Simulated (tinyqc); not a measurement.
Permittivity of the insulator from five potentials.

Question. A node lies on a semiconductor-insulator interface. Steps: hs = tb/3 down into the semiconductor, ho = tox/1 up into the insulator, hy = L/6 sideways. The flux balance of its box reads eox (hy/ho)(above - node) + eps_r (hy/hs)(below - node) + [(eps_r hs + eox ho)/(2 hy)](left + right - 2 node) - q Na (hs/2) hy/eps0 = 0. Find eox.

Inputs (values chosen for the exercise); semiconductor permittivity close to that of In0.53Ga0.47As:
- eps_r = 13.8 (relative permittivity of the semiconductor)
- tb = 6 nm (body thickness)
- tox = 5.5 nm (insulator thickness)
- L = 28 nm (channel length)
- Na = 0 cm^-3 (acceptor density of the depleted body)

Constants: q = 1.602176634e-19 C, eps0 = 8.8541878128e-14 F/cm where lengths are in cm. Results are converted to the units shown.

psi (V): node 0.23502547, above -0.05, below 0.32205780, left 0.12976927, right 0.52364427

Solution. The balance is linear in eox.

eox = 25.00

Program tinyqc, `OMP_NUM_THREADS=1 python tinyqc.py 2480033 2480034 out.jsonl`; Intel Xeon 2.30GHz, shared host, one thread, about 0.1 s.
